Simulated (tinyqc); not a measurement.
Inside a calculation: round or elliptic silicon nanowire with anisotropic valleys (Ritz method). Values are carried at full precision from step to step, so a last printed digit may differ when a step is redone from the rounded ones.

Wire along x = [100] on a (001) wafer, y = [010], z = [001]. Valley groups, two valleys each (w = inverse masses): A, axis along z: w_y = 1/mt, w_z = 1/ml, m_x = mt; B, axis along y: w_y = 1/ml, w_z = 1/mt, m_x = mt; C, axis along x: w_y = w_z = 1/mt, m_x = ml.

Constants: hbar^2/2m0 = 3.80998211 eV angstrom^2; kB = 8.617333262e-05 eV/K.

Parameters, chosen for this exercise (near those of a Si nanowire; the results hold for these values, not for the real material): ml = 0.934 m0 (longitudinal mass); mt = 0.194 m0 (transverse mass); a = 33 angstrom (semi-axis along y); b = 34 angstrom (semi-axis along z); group = B (valley group worked out); T = 300 K (temperature).

## Stretching the ellipse

Scaling y by 1/sqrt(w_y) and z by 1/sqrt(w_z) makes the mass 1 and the semi-axes A = a/sqrt(w_y), B = b/sqrt(w_z). List them with the one-function estimate 3c (1/A^2 + 1/B^2) and the slender limit c (pi/2s)^2 (1 + 2s/(pi l)), s and l the smaller and larger of A, B; c = hbar^2/2m0.

Groups:
```
group  g      A      B  axis ratio  one function (eV)  slender limit (eV)
A      2  14.53  32.86       2.261             0.0647              0.0570
B      2  31.89  14.98       2.130             0.0622              0.0544
C      2  14.53  14.98       1.030             0.1051              0.0720
```

The one-function value suits axis ratios near 1 and the slender limit ratios well above 2.

## Matrices of three even functions

Hard wall on the ellipse (y/a)^2 + (z/b)^2 = 1, c = hbar^2/2m0. With u = y/a, v = z/b the operator is -c [(w_y/a^2) d2/du2 + (w_z/b^2) d2/dv2] on the unit disc. Basis (1 - u^2 - v^2) u^i v^j; S, X and Y are the disc integrals of f f', (df/du)(df'/du) and (df/dv)(df'/dv), from the integral of u^p v^q = 2 Gamma((p+1)/2) Gamma((q+1)/2)/((p + q + 2) Gamma((p+q+2)/2)) for even p, q; H = c (w_y X/a^2 + w_z Y/b^2).

Basis 1, u^2, v^2 times (1 - u^2 - v^2); form S and H for the chosen group.

S, rows 1, u^2, v^2 and columns alike:
```
[[1.047198, 0.130900, 0.130900],
 [0.130900, 0.039270, 0.013090],
 [0.130900, 0.013090, 0.039270]]
```

H (meV), rows 1, u^2, v^2 and columns alike:
```
[[65.1398, 10.8566, 10.8566],
 [10.8566, 6.0326, 1.3571],
 [10.8566, 1.3571, 12.9666]]
```

## Lowest level in this basis

Solve H p = E S p for the wire level; give E, the ratios p2/p1 and p3/p1, and H11/S11.

E = 59.1 meV

ratios: [-0.80, -0.25]

one function = 62.2 meV

The two added functions lower the level by 3.1 meV (5.0 %), mostly by narrowing the state along u, the direction in which the stretched ellipse is long.

## Subbands

Converged values use 21 functions of each parity class (e or o in u, then in v).

The nine lowest levels of all groups and parity classes.

Subbands:
```
group, parity  g  m_x (m0)  E (eV)
B ee           2    0.1940  0.0590
A ee           2    0.1940  0.0612
B oe           2    0.1940  0.1007
C ee           2    0.9340  0.1013
A eo           2    0.1940  0.1016
A ee           2    0.1940  0.1565
B ee           2    0.1940  0.1579
B eo           2    0.1940  0.1971
A oe           2    0.1940  0.2070
```

At 300 K and without degeneracy the populations go as g sqrt(m_x) exp(-E/kB T): among these nine the lowest level holds 36 % and the light transport mass mt 85 % of the electrons.

## Checks

- Circle of radius a with both masses mt against c (2.404826/R)^2/m, eV: both 0.1043.

Run: tinyqc, `OMP_NUM_THREADS=1 python tinyqc.py 1250763 1250764 out.jsonl`; Intel(R) Xeon(R) Processor @ 2.30GHz, one thread, shared host; about 0.03 s of CPU time with all checks.
